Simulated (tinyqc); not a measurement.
Haynes-Shockley experiment: what a collector records, against the sweep field along the drift.

A sheet injected at x = 0, t = 0 gives at x = L the signal n(t) = N0 exp(-t/tau - (L - v t)^2/(4 D t))/sqrt(4 pi D t), D = mu Vt, v = mu F. Its peak lies at tp = [-D + sqrt(D^2 + u^2 L^2)]/u^2, u^2 = v^2 + 4 D/tau; dt is the full width at half height. Simple readings: mobility L/(F tp), diffusion coefficient (L dt/tp)^2/(16 ln 2 tp). Area v times the integral of n over N0: (v/u) exp(L (v - u)/(2 D)).

Inputs (values chosen for the exercise): temperature T = 300 K; minority-carrier mobility mu = 3960 cm^2/(V s); lifetime tau = 4e-7 s; distance from injector to collector L = 400 um.

Constants: q = 1.602176634e-19 C, kB = 1.380649e-23 J/K, Vt = kB T/q. Results are converted to the units shown.

Results:

| F (V/cm) | L/v (us) | tp (us) | dt (us) | apparent mobility (cm^2/(V s)) | apparent D (cm^2/s) | area | exp(-L/(v tau)) |
|---|---|---|---|---|---|---|---|
| 3.8 | 2.6582 | 1.0524 | 0.96724 | 10003 | 115.81 | 0.0080501 | 0.0013000 |
| 11 | 0.91827 | 0.70586 | 0.52009 | 5151.7 | 110.96 | 0.10386 | 0.10069 |
| 20 | 0.50505 | 0.45446 | 0.26473 | 4400.8 | 107.72 | 0.27513 | 0.28291 |
| 34 | 0.29709 | 0.28374 | 0.12933 | 4146.3 | 105.64 | 0.46767 | 0.47582 |
| 60 | 0.16835 | 0.16507 | 0.057010 | 4038.6 | 104.24 | 0.65183 | 0.65647 |
| 100 | 0.10101 | 0.10004 | 0.026798 | 3998.6 | 103.50 | 0.77463 | 0.77684 |
| 180 | 0.056117 | 0.055860 | 0.011155 | 3978.2 | 103.00 | 0.86829 | 0.86910 |

Estimate the missing row, F = 6.5 V/cm.

Computed row:

| F (V/cm) | L/v (us) | tp (us) | dt (us) | apparent mobility (cm^2/(V s)) | apparent D (cm^2/s) | area | exp(-L/(v tau)) |
|---|---|---|---|---|---|---|---|
| 6.5 | 1.5540 | 0.91526 | 0.77780 | 6723.6 | 113.83 | 0.031401 | 0.020548 |

With this row back in the table: True values: mu = 3960 cm^2/(V s), D = 102 cm^2/s. The apparent mobility is 2.53 times the true one in the first row and 0.46 % above it in the last, and the apparent D 13 % above and 0.61 % above D. The peak always comes before L/v, since spreading and decay both weigh down the later part of the signal; the shift is 60 % and 0.46 % in these rows.

Numbers from tinyqc (`OMP_NUM_THREADS=1 python tinyqc.py 2310122 2310123 out.jsonl`; about 0.01 s on one thread of a shared Intel Xeon 2.30GHz).
